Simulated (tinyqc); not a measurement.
Thermodynamics of metal silicides: hull, first phase, silicon consumed, nucleation and stability against SiO2: one step, computed by the program tinyqc. Command: `OMP_NUM_THREADS=1 python tinyqc.py 3012124 3012125 out.jsonl silphase walk`. One thread of a shared host (Intel(R) Xeon(R) Processor @ 2.30GHz), about 0.01 s of CPU time with the checks.

Entropies of formation of the solids are neglected, so heats stand for free energies. Si fractions: M2Si 0.3333, MSi 0.5000, MSi2 0.6667.

Question. Which phases are stable. A phase is stable if it lies below every straight line between a phase on its left and one on its right (M and Si at zero). Distance = its heat less the lowest such line, negative for a stable phase.

Inputs (values chosen for the exercise, of the order of those of cobalt silicides for heats and volumes only): heat of formation of M2Si = -38.5 kJ/mol atoms; heat of formation of MSi = -47.1 kJ/mol atoms; heat of formation of MSi2 = -33.9 kJ/mol atoms.

Phases: M2Si, MSi, MSi2.

Give: distance to the lowest tie line.

Answer.

distance to the lowest tie line (kJ/mol atoms): M2Si -7.1, MSi -10.9, MSi2 -2.5

All three are stable.
